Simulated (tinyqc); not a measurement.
From barrier height back to Hamaker constant A: a particle near a wafer in liquid: double-layer and van der Waals forces (DLVO), deposition barrier and removal. Computed by tinyqc, a small Python program. Command: `OMP_NUM_THREADS=1 python tinyqc.py 3114084 3114085 out.jsonl dlvo inv`. One thread of a shared host (Intel(R) Xeon(R) Processor @ 2.30GHz), about 0.01 s of CPU time with the checks.

Sphere and flat wall, Derjaguin approximation, constant potentials in the linear-superposition form, no retardation and no hydration force.

Inputs (values chosen for the exercise, of the order of those for polymer latex on silicon in water): particle radius R = 200 nm; potential of the particle psi_1 = -38 mV; potential of the wafer psi_2 = -37 mV; salt concentration c = 0.00046 mol/L; valence z of the symmetric salt = 1; temperature T = 343 K; dielectric constant of the liquid = 63.7.

Constants: e = 1.602176634e-19 C; N_A = 6.02214076e+23 1/mol; eps_0 = 8.8541878128e-12 F/m; k_B = 1.380649e-23 J/K; k_B = 8.617333262e-05 eV/K.

Method:
- kappa^2 = 2 z^2 e^2 N_A (1000 c)/(eps eps_0 k_B T); gamma_i = tanh(z e psi_i/(4 k_B T)); Z = 64 pi eps eps_0 (k_B T/(z e))^2 gamma_1 gamma_2.
- U(h) = Z R exp(-kappa h) - A R/(6 h); F(h) = -dU/dh = kappa Z R exp(-kappa h) - A R/(6 h^2), positive for repulsion.
- F = 0 reads x^2 exp(-x) = y with x = kappa h and y = A kappa/(6 Z); the left side peaks at x = 2 with 4/e^2 = 0.5413, so roots exist for smaller y: x < 2 is the barrier, x > 2 the secondary minimum.

Problem. A run gave the result below. Find the Hamaker constant A, known to lie between 9.5e-21 and 1.8e-20 J.

barrier height = 293.2928 k_B T

Solution.

Each step takes the trial c = (a f_b - b f_a)/(f_b - f_a), f being the result less the target and a, b, c the logarithms of the listed values; c replaces end b, the old b replaces a if the sign of f changed, and otherwise f_a is halved.

Scan of the range:
```
Hamaker constant A (J)  barrier height (k_B T)
9.50e-21                               308.934
1.06e-20                               304.287
1.18e-20                               299.501
1.31e-20                               294.603
1.45e-20                               289.611
1.62e-20                               283.889
1.80e-20                               278.175
```

False position (Illinois rule, in the logarithm of the input) inside the bracket:
```
step        end a        end b        trial  barrier height (k_B T)
1     1.31000e-20  1.45000e-20  1.34538e-20                 293.315
2     1.45000e-20  1.34538e-20  1.34599e-20                 293.293
3     1.45000e-20  1.34599e-20  1.34601e-20                 293.292
4     1.34599e-20  1.34601e-20  1.34600e-20                 293.293
```

Barrier height falls at every point of a 13-point scan of the range (every second point is shown), so one value fits; it is bracketed by 1.31e-20 and 1.45e-20. Answer: Hamaker constant A = 1.346e-20 J.
